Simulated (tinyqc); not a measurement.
# Sub-threshold conduction and electro-thermal threshold of an amorphous chalcogenide, step by step

Numbers from tinyqc (`OMP_NUM_THREADS=1 python tinyqc.py 2490122 2490123 out.jsonl`; about 0.01 s on one thread of a shared Intel Xeon 2.30GHz). Printed values are rounded.

Trap-limited conduction: I = I0 exp(-Ea/kB T) sinh(q V dz/(2 ua kB T)), I0 = 2 q A Nt dz/ta. One lumped temperature T = T0 + Rt I V. The threshold is the largest V for which a steady state exists on the low-current branch.

Parameters, values chosen for the exercise; values of the order of Ge-Sb-Te and related chalcogenides:
```
symbol   value   unit                             meaning
T0         300      K                 ambient temperature
A         2900   nm^2                       cross-section
ua          33     nm                 amorphous thickness
dz         5.1     nm              distance between traps
Ea        0.27     eV                   activation energy
Nt      7.5e18  cm^-3                        trap density
ta       2e-14      s                        attempt time
Rt         6.8   K/uW                  thermal resistance
V         1.07      V  voltage across the amorphous layer
```

Constants: q = 1.602176634e-19 C, kB = 1.380649e-23 J/K. Results are converted to the units shown.

Range of the model: Purely electronic switching mechanisms, filaments and series resistance are left out.

## Isothermal quantities

I0, the low-field resistance 2 ua kB T0 exp(Ea/kB T0)/(q dz I0), the slope voltage V0 = 2 ua kB T0/(q dz), and I at V without heating.

I0 = 1.777214 mA
low-field resistance = 6.464403 Mohm
V0 = 0.3345553 V
I without heating = 0.6326714 uA

## Iteration 1: self-heating

T at the start = 300 K

I at the present T, then T(new) = T0 + Rt I V.

I = 0.6326714 uA
T after iteration 1 = 304.6033 K

## Iteration 2: self-heating

As before.

I = 0.7057659 uA
T after iteration 2 = 305.1352 K

## Course of the iteration

Stop when T changes by less than 1e-7 K; give up above 900 K or after 200 iterations.

Course of the iteration:
```
iteration  T(new) (K)     I (uA)  change (K)
1            304.6033  0.6326714        4.60
2            305.1352  0.7057659       0.532
3            305.1993  0.7145847      0.0642
4            305.2071  0.7156540     7.78e-3
5            305.2080  0.7157837     9.44e-4
6            305.2082  0.7157994     1.15e-4
7            305.2082  0.7158013     1.39e-5
8            305.2082  0.7158016     1.69e-6
9            305.2082  0.7158016     2.05e-7
10           305.2082  0.7158016     2.48e-8
```

Converged in 10 iterations. The loop gain dT(new)/dT is 0.12; it reaches 1 at the threshold, 1.492 V.
